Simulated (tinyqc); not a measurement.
Image-sensor pixel with a pinned photodiode, signal and noise: Signal-to-noise ratio against light level.

A buried n layer between a heavily doped p+ surface layer and a p layer is emptied into a floating diffusion, read through a source follower with correlated double sampling (reset noise cancelled). One-dimensional abrupt junctions; no blooming, lag or crosstalk.

conversion gain CG = q As/Cf; read noise in electrons vn/CG. QE = (1 - Rf)[exp(-al x1) - exp(-al x2)]. ni = sqrt(Nc Nv) exp(-Eg/(2 Vt)), Eg in volts; dark rates ni Wd A/tg (generation) and Jd ni^2 A (diffusion). Signal S = QE Ph; variance = S + dark rate x ti + (vn/CG)^2 + (pr S)^2; SNR = 20 log10(S/noise). The slope is d ln(S/noise)/d ln S.

Parameters, values chosen for the exercise; material values close to those of silicon:
- T = 293 K (temperature)
- Eg = 1.13 eV (band gap)
- Nc = 2.66e19 cm^-3 (conduction-band density of states at T)
- Nv = 2.51e19 cm^-3 (valence-band density of states at T)
- A = 1.1 um^2 (photodiode area)
- Cf = 0.81 fF (floating-diffusion capacitance)
- As = 0.86 (source-follower gain)
- vn = 120 uV (read noise at the output)
- al = 0.268 1/um (absorption coefficient (light near 650 nm))
- Rf = 0.15 (optical loss before the silicon)
- x1 = 0.04 um (dead layer)
- x2 = 2.5 um (depth of collection)
- tg = 0.037 s (generation lifetime)
- Wd = 0.6 um (depleted depth)
- Jd = 1.2e6 x 1e-20 cm^4/s (diffusion dark flux per ni^2)
- pr = 0.5 % (gain non-uniformity)
- ti = 5 ms (exposure)

Constants: q = 1.602176634e-19 C, kB = 1.380649e-23 J/K, Vt = kB T/q. Results are converted to the units shown.

Signal-to-noise ratio against light level:
```
Ph,S (electrons),noise (electrons),SNR (dB),slope
2.5,1.015,1.230,-1.670,0.6646
6.7,2.720,1.794,3.615,0.5774
18,7.308,2.794,8.351,0.5318
49,19.89,4.517,12.88,0.5120
130,52.78,7.304,17.18,0.5040
360,146.2,12.13,21.62,0.4999
970,393.8,19.95,25.90,0.4958
2600,1056,32.92,30.12,0.4874
7100,2882,55.59,34.29,0.4665
```

Read the table: what changes, and by how much?

The SNR rises from -1.67 to 34.3 dB, and the slope falls from 0.665 to 0.466: 1 where read and dark noise rule, 1/2 for photon shot noise, 0 at the ceiling 1/pr = 46.0 dB. Shot noise equals the noise floor at S = 0.498 electrons and the non-uniformity at S = 40000.

Computed by the program tinyqc: `OMP_NUM_THREADS=1 python tinyqc.py 2630052 2630053 out.jsonl`, one thread of a shared Intel Xeon 2.30GHz, about 0.01 s for the whole run.
